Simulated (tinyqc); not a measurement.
Which input was changed? Model: sheet resistance and Hall data of a diffused or implanted layer. Computed by tinyqc, a small Python program. Command: `OMP_NUM_THREADS=1 python tinyqc.py 3007968 3007969 out.jsonl layer which`. One thread of a shared host (Intel(R) Xeon(R) Processor @ 2.30GHz), about 0.04 s of CPU time with the checks.

Carriers are taken equal to the net active doping down to the junction (full ionisation, which deep dopants in wide-gap hosts do not reach; no spill-over, no depletion), and the Hall factor is 1.

Inputs (values chosen for the exercise, modelled on phosphorus in silicon): mu_min = 71.4 cm^2/(V s); mu_max = 1450 cm^2/(V s); N_ref = 8.6e+16 1/cm^3; exponent alpha = 0.73; peak concentration N_0 = 9.9e+17 1/cm^3; length scale l = 44 nm; background doping N_B (opposite type) = 3.3e+16 1/cm^3.

Profile: complementary error function. Activation: complete.

Constants: e = 1.602176634e-19 C.

Method:
- N(x) = N_0 erfc(x/l), dose N_0 l/sqrt(pi), junction x_j = l erfc^-1(N_B/N_0).
- Mobility mu = mu_min + (mu_max - mu_min)/(1 + (N_t/N_ref)^alpha), N_t = active doping + N_B; carriers n = active doping - N_B, all dopants active.
- Integrals from x_0 (0 unless stated) to x_j by the midpoint rule on 400 even intervals: 1/R_s = e int n mu dx; sheet density n_s = int n dx; Hall sheet density (int n mu dx)^2/int n mu^2 dx; Hall mobility int n mu^2 dx/int n mu dx.
- Mean conductivity 1/(R_s x_j); mean mobility 1/(e n_s R_s).

Question. One of these inputs alone was changed, within the range given: peak concentration N_0 (4.95e+17 to 1.98e+18); background doping N_B (opposite type) (1.65e+16 to 6.6e+16); mu_min (35.7 to 142.8); mu_max (725 to 2900). Which one, and to what value?

Results:
```
run     sheet resistance R_s (ohm)  mean conductivity 1/(R_s x_j) (S/cm)  Hall sheet density (1/cm^2)
before                    7960.551                              18.97310                 2.051508e+12
after                     8774.705                              17.21270                 2.058646e+12
```

Answer.

Each candidate set to reproduce sheet resistance R_s, and what it then gives:
```
candidate                                             range searched  value needed  mean conductivity 1/(R_s x_j) (S/cm)  Hall sheet density (1/cm^2)
peak concentration N_0 (1/cm^3)                 4.95e+17 to 1.98e+18      8.666e17                                17.661                   1.7827e+12
background doping N_B (opposite type) (1/cm^3)   1.65e+16 to 6.6e+16      5.283e16                                18.959                   1.9689e+12
mu_min (cm^2/(V s))                                    35.7 to 142.8  out of reach                                     -                            -
mu_max (cm^2/(V s))                                      725 to 2900          1290                                17.213                   2.0586e+12
```

Only mu_max fits every result: it went from 1450 to 1290 cm^2/(V s). The next best candidate, background doping N_B (opposite type), misses one result by 10 %.
